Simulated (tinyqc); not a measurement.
# Koster-Slater impurity in a tight-binding band, by Green functions and by supercells, step by step

A worked calculation. Computed by tinyqc, a small Python program that keeps every step. Command: `OMP_NUM_THREADS=1 python tinyqc.py 3005416 3005417 out.jsonl kosterslater walk`. One thread of a shared host (Intel(R) Xeon(R) Processor @ 2.30GHz), about 0.04 s of CPU time with the checks. Intermediate numbers are printed to about 6 digits and carried at full precision; extremes and crossings named in words are read from the listed rows.

One orbital per site, e(k) = -2 t sum cos(k_i) over 3 direction(s), band from -6 t to 6 t, lattice constant 1. One site has the extra energy U. Spin is left out.

Inputs (values chosen for the exercise, for a model band): hopping t = 1.6 eV; impurity potential U = -11.3 eV; supercell edge N = 3 sites; energy inside the band E = -5.39 eV; broadening eta = 0.24 eV; impurity concentration c = 0.0005 per site.

Lattice: simple cubic.

Constants: hbar = 6.582119569e-16 eV s.

## The host Green function outside the band

Outside the band G0(E) = (1/pi) int_0^pi dk (2/(pi z)) K(16 t^2/z^2), z = E + 2 t cos k, K the complete elliptic integral with parameter m; 200 Gauss-Legendre points. A bound state solves 1/U = G0(E). Energies: 0.05, 0.2, 0.5, 1, 2, 4 and 8 t beyond the band edge on the side of U, rounded to four digits.

Scan on the side of U:
```
E (eV)  G0 (1/eV)  1/U - G0 (1/eV)
-9.68   -0.146526        0.0580302
-9.92   -0.134756        0.0462600
-10.40  -0.121170        0.0326748
-11.20  -0.106577        0.0180818
-12.80  -0.088082       -0.0004134
-16.00  -0.066967       -0.0215287
-22.40  -0.046127       -0.0423689
```

G0 stays finite at the band edge, 0.252731/t in size, so binding needs |U| > 3.957 t.

## The bound state

Bisection in ln(distance from the edge) between 1e-5 t and |U| + t. Weight on the impurity site: -1/(U^2 dG0/dE), by a central difference with step min(1e-4 t, distance/30). Decay length along an axis: 1/arccosh(1 + distance/(2 t)).

level E_b = -12.7548 eV

distance from the band edge = 3.15479 eV

weight on the impurity site = 0.851565

decay length = 0.764080 sites

The state is compact: most of it sits on the impurity.

## Green function inside the band

Inside the band G0(z), z = E + i eta, comes from the chain form 1/(sqrt(y - 2t) sqrt(y + 2t)) (principal roots) at y = z + 2 t cos k + 2 t cos k', averaged over k and k' in (0, pi) with 200 Gauss-Legendre points each.

G0(E + i eta) = -0.174822-0.125428i 1/eV

## Scattering

T = U/(1 - U G0); phase shift delta = -arg(1 - U G0) in (-pi, pi]; host density of states -Im G0/pi; on the impurity -Im[G0/(1 - U G0)]/pi; lifetime of a band state hbar/(-2 c Im T).

T matrix = 3.72348-5.41002i eV

phase shift delta = 2.17360 rad

host density of states = 0.0399248 1/eV

density of states on the impurity = 0.0134863 1/eV

scattering lifetime = 121.665 fs

The Born approximation would take Im T = U^2 Im G0 = -16.0 eV, 2.96 times the full value.

## The level in the supercell

In a periodic cell of N sites along each direction with Bloch vector K, the level solves 1/U = N^-d sum_k 1/(E - e(k)), k_i = (2 pi m_i + K_i)/N, m_i = 0..N-1; the outermost root on the side of U is taken (bisection). d is the number of directions. Gamma means K_i = 0, the zone corner K_i = pi, the quarter point K_i = pi/2. The error is measured against the isolated level E_b.

level at Gamma = -13.0331 eV

level at the corner = -12.5071 eV

level at the quarter point = -12.7525 eV

error at Gamma = -0.278321 eV

width between Gamma and the corner = 0.526051 eV

Images turn the level into a band 0.526 eV wide; the quarter point misses the isolated level by 0.0023 eV, far less than Gamma, because the leading hopping between images averages out there.

## Convergence with cell size

Even N; errors against the isolated level E_b, set to 0 below 1e-6 t.

Error of the level (eV):
```
N   sites         Gamma       corner  quarter point
2       8  -1.40468e+00  1.45479e+00    4.88008e-02
4      64  -5.50027e-02  4.88008e-02    1.23289e-04
6     216  -2.42267e-03  2.30137e-03              0
8     512  -1.25390e-04  1.23289e-04              0
10   1000  -7.12764e-06  7.09077e-06              0
12   1728             0            0              0
```

The error at Gamma falls exponentially, between the last two resolved rows by exp(-1.434) per site against 1/(decay length) = 1.309; the rest is the power-law prefactor of the Green function. Gamma and the corner err in opposite directions. Among the sizes listed an error below 1 meV is first reached at N = 8 at Gamma; at the quarter point N = 4 is enough.

## Phase shift across the band

delta/pi = -arg(1 - U G0)/pi counts the states added below E (Friedel); host DOS = -Im G0/pi, DOS on the impurity = -Im[G0/(1 - U G0)]/pi; 13 evenly spaced energies from -(band edge + |U| + 2t) to +(band edge + |U| + 2t).

Across the spectrum:
```
E (eV)    Re G0 (1/eV)  host DOS (1/eV)  DOS on the impurity (1/eV)  delta/pi
-24.1000     -0.042666        0.0001433                    0.000534  0.003126
-20.0833     -0.051888        0.0002152                    0.001257  0.005878
-16.0667     -0.066623        0.0003672                    0.005994  0.016772
-12.0500     -0.095531        0.0008512                    0.117672  0.884380
-8.0333      -0.160397        0.0183175                    0.016914  0.785155
-4.0167      -0.179484        0.0581910                    0.010929  0.647001
0.0000        0.000000        0.0864252                    0.008300  0.399708
4.0167        0.179484        0.0581910                    0.004331  0.190563
8.0333        0.160397        0.0183175                    0.002198  0.072325
12.0500       0.095531        0.0008512                    0.000197  0.004625
16.0667       0.066623        0.0003672                    0.000120  0.002367
20.0833       0.051888        0.0002152                    0.000086  0.001533
24.1000       0.042666        0.0001433                    0.000065  0.001092
```

delta/pi starts and ends near zero (+0.003 and +0.001): the impurity moves states but creates none. delta/pi rises at the bound state below the band (-12.755 eV), reaches 0.88 among these rows (1 in the limit of small eta, just above the level) and is paid back by the top of the band.

Checks made by the program: G0 at the level by a direct sum over directions (relative difference below 1e-10).
